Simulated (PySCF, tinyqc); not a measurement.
Inside a calculation. Method: G0W0 on RHF in the sto-3g basis, for H4, spin multiplicity 1. The lowest restricted solution is unstable here: a spin-polarised one lies 0.0783 hartree lower (PySCF). One step of it, computed by the program tinyqc.

Task: Screening: direct RPA. With D = e_a - e_i and K = (ia|jb): diagonalise D^(1/2) (D + 4K) D^(1/2) = Z w^2 Z^T; X + Y = D^(1/2) Z w^(-1/2), each column of Z with its largest component positive (the first on a tie); E_c = (sum w - tr (D + 2K)) / 2.

orbital energies (hartree): MO1 -0.641955, MO2 -0.228611, MO3 0.225117, MO4 0.720769

Two-electron integrals over orbitals (pq|rs), unique and non-zero (hartree):
```
(11|11) 0.510487   (21|21) 0.140841   (22|11) 0.498273   (22|22) 0.507360
(31|31) 0.131297   (32|32) 0.081640   (33|11) 0.496114   (33|22) 0.487407
(33|33) 0.504250   (41|32) 0.080690   (41|41) 0.079797   (42|31) 0.131222
(42|42) 0.144107   (43|21) 0.139800   (43|43) 0.153655   (44|11) 0.501375
(44|22) 0.509184   (44|33) 0.508823   (44|44) 0.530684
```

Give: D^(1/2) (D + 4K) D^(1/2); excitation energies w; X + Y; RPA correlation energy.

Result:

D^(1/2) (D + 4K) D^(1/2) (hartree^2), order 1>3, 1>4, 2>3, 2>4:
$$\begin{pmatrix}
1.207 & 0.000 & 0.000 & 0.476 \\
0.000 & 2.292 & 0.254 & 0.000 \\
0.000 & 0.254 & 0.354 & 0.000 \\
0.476 & 0.000 & 0.000 & 1.449
\end{pmatrix}$$

excitation energies w (hartree): [0.567, 0.915, 1.349, 1.525]

X + Y, order 1>3, 1>4, 2>3, 2>4:
$$\begin{pmatrix}
0.000 & 0.768 & 0.492 & 0.000 \\
-0.198 & 0.000 & 0.000 & 0.938 \\
0.887 & 0.000 & 0.000 & 0.070 \\
0.000 & -0.626 & 0.662 & 0.000
\end{pmatrix}$$

RPA correlation energy = -0.07580 hartree
